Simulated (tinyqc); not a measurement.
Changing the z J_AB: two-sublattice mean-field magnet: ferrimagnet, compensation points and susceptibility. Computed by tinyqc, a small Python program. Command: `OMP_NUM_THREADS=1 python tinyqc.py 3011311 3011312 out.jsonl ferri sweep`. One thread of a shared host (Intel(R) Xeon(R) Processor @ 2.30GHz), about 0.03 s of CPU time with the checks.

A random alloy A(1-x)B(x) with H = -sum over pairs J S_i.S_j. a = <S_A> and b = <S_B> are taken along z, a > 0. Exchange fields: h_A = (1 - x) zJ_AA a + x zJ_AB b, h_B = (1 - x) zJ_AB a + x zJ_BB b; a = S_A B_(S_A)(S_A h_A/(k_B T)) and likewise for b, with the Brillouin function B_S(y) = [(2S + 1)/(2S)] coth[(2S + 1) y/(2S)] - [1/(2S)] coth[y/(2S)].

Inputs (values chosen for the exercise, for a model ferrimagnet):

| quantity | value | unit |
|---|---|---|
| spin S_A | 2 | - |
| spin S_B | 1.5 | - |
| g factor g_A | 2 | - |
| g factor g_B | 2 | - |
| fraction x of B sites | 0.43 | - |
| z J_AA | 40.5 | meV |
| z J_BB | 2.8 | meV |
| T over T_c | 0.71 | - |
| largest number of steps | 3000 | - |

Constants: k_B = 8.617333262e-05 eV/K.

Method:
- Linearised, T (a, b) = M (a, b) with M_ij = S_i (S_i + 1) c_j zJ_ij/(3 k_B), c_A = 1 - x, c_B = x. T_c is the larger eigenvalue, and its eigenvector gives b/a at onset, (T_c - M_AA)/M_AB.
- Repeat from a = S_A, b = -S_B until a and b change by less than 1e-10.
- Net moment m = (1 - x) g_A a + x g_B b in mu_B per site; net spin s = (1 - x) a + x b. At T = 0, a = S_A and b = -S_B. Effective g = m/s.
- T_M: m = 0; T_A: s = 0; searched between 0.02 and 0.97 T_c, and given as 0 if there is no change of sign.

One run for each value:

| z J_AB (meV) | T_c (K) | b | net moment m (mu_B) | magnetic compensation T_M (K) |
|---|---|---|---|---|
| -40.0 | 722.93 | -0.87222 | 1.0194 | 0 |
| -35.0 | 686.80 | -0.82210 | 1.0603 | 0 |
| -30.0 | 652.69 | -0.75956 | 1.1093 | 0 |
| -24.0 | 615.28 | -0.66352 | 1.1816 | 0 |
| -19.0 | 587.99 | -0.56211 | 1.2562 | 0 |
| -13.0 | 561.42 | -0.41172 | 1.3666 | 0 |
| -7.5 | 544.59 | -0.24810 | 1.4906 | 0 |
| -2.0 | 536.42 | -0.06756 | 1.6359 | 0 |

What does the table show?

Over the rows, T_c (K) falls from 723 to 536; b rises from -0.872 to -0.0676; net moment m (mu_B) rises from 1.02 to 1.64.

Extremes, crossings and ranges named in words are read from the listed rows.
